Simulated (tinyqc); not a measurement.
# CMOS inverter, nodal equation and switching: effect of the temperature

An n-channel pull-down (bn, VTn) and a p-channel pull-up (bp, VTp) share the input Vin and the output node Vout, which carries the load C. Transistor (EKV form, voltages against the body): I = 2 n b Vt^2 [F(vp - Vs) - F(vp - Vd)] from drain to source, F(v) = ln^2(1 + exp(v/(2 Vt))), vp = (Vg - VT + sg |Vd - Vs|)/n. n-channel bodies are at 0; for the p-channel device all voltages are counted down from Vdd. b in uA/V^2 gives I in uA. Static: In = Ip. Transient: C dVout/dt = Ip - In. No velocity saturation, no gate capacitance beyond C.

VM solves In = Ip with Vin = Vout; VIL and VIH are the inputs of gain -1, NML = VIL - Vout(VIH), NMH = Vout(VIL) - VIH. For a step input the delay to Vdd/2 is tHL = C times the integral of dV/(In - Ip) from Vdd/2 to Vdd at Vin = Vdd, and tLH likewise with Ip - In from 0 to Vdd/2 at Vin = 0. Thresholds, gain factors and n are held fixed.

Inputs (values chosen for the exercise): supply voltage Vdd = 0.75 V; slope factor n = 1.32; drain-induced barrier lowering sg = 0.082; n-channel threshold VTn = 0.27 V; p-channel threshold (magnitude) VTp = 0.45 V; gain factor of the pull-down transistor bn = 750 uA/V^2; gain factor of the pull-up transistor bp = 980 uA/V^2; load capacitance C = 0.49 fF.

Constants: q = 1.602176634e-19 C, kB = 1.380649e-23 J/K, Vt = kB T/q. Results are converted to the units shown.

Effect of the temperature:

| T (K) | VM (V) | gain at VM | NML (V) | NMH (V) | tHL (ps) | tLH (ps) |
|---|---|---|---|---|---|---|
| 220 | 0.2972 | -12.20 | 0.2241 | 0.3921 | 2.340 | 4.139 |
| 250 | 0.2978 | -12.19 | 0.2210 | 0.3878 | 2.340 | 4.137 |
| 280 | 0.2984 | -12.19 | 0.2179 | 0.3835 | 2.341 | 4.133 |
| 310 | 0.2989 | -12.19 | 0.2147 | 0.3792 | 2.341 | 4.128 |
| 340 | 0.2995 | -12.18 | 0.2116 | 0.3748 | 2.342 | 4.119 |
| 370 | 0.3001 | -12.16 | 0.2084 | 0.3704 | 2.342 | 4.108 |
| 400 | 0.3006 | -12.12 | 0.2052 | 0.3660 | 2.342 | 4.093 |
| 430 | 0.3012 | -12.06 | 0.2020 | 0.3615 | 2.342 | 4.075 |

As T goes from 220 to 430 K, VM rises from 0.297 to 0.301 V, the size of the gain falls from 12.2 to 12.1, tHL stays near 2.34 ps and tLH falls from 4.14 to 4.08 ps. The smaller margin is largest, 0.224 V, at T = 220 K among the rows.

Numbers from tinyqc (`OMP_NUM_THREADS=1 python tinyqc.py 2340146 2340147 out.jsonl`; about 0.06 s on one thread of a shared Intel Xeon 2.30GHz).
